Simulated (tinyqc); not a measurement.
A stack of flat layers between unequal leads with mass mismatch, transfer matrices: one step of the calculation.

One electron of energy E comes from the left lead (band edge 0); no transverse momentum. Parabolic bands, masses in units of m0, C = hbar^2/(2 m0); psi and psi'/m are continuous at every interface. The layers follow each other from left to right, then the right lead.

Task. Product of the matrices. The matrix of the later layer stands to the left: M = M_n ... M_2 M_1; det M = 1.

M of layer 1:

|  | 1 | 2 |
|---|---|---|
| 1 | 0.17248841 | 0.085289041 |
| 2 | -11.375996 | 0.17248841 |

M of layer 2:

|  | 1 | 2 |
|---|---|---|
| 1 | 0.55917961 | 0.071250133 |
| 2 | -9.6465528 | 0.55917961 |

M of layer 3:

|  | 1 | 2 |
|---|---|---|
| 1 | 0.92891488 | 0.018352386 |
| 2 | -7.4713531 | 0.92891488 |

M of layer 4:

|  | 1 | 2 |
|---|---|---|
| 1 | 0.038346637 | 0.082161326 |
| 2 | -12.153279 | 0.038346637 |

Find: M.

Result.

M:

|  | 1 | 2 |
|---|---|---|
| 1 | -0.2052 | -0.09063 |
| 2 | 9.770 | -0.5582 |

Range of the model: Masses are held fixed, although real bands cease to be parabolic a few tenths of an eV from their edges (inside a barrier too).

Program tinyqc, `OMP_NUM_THREADS=1 python tinyqc.py 2560117 2560118 out.jsonl`; Intel Xeon 2.30GHz, shared host, one thread, about 0.01 s.
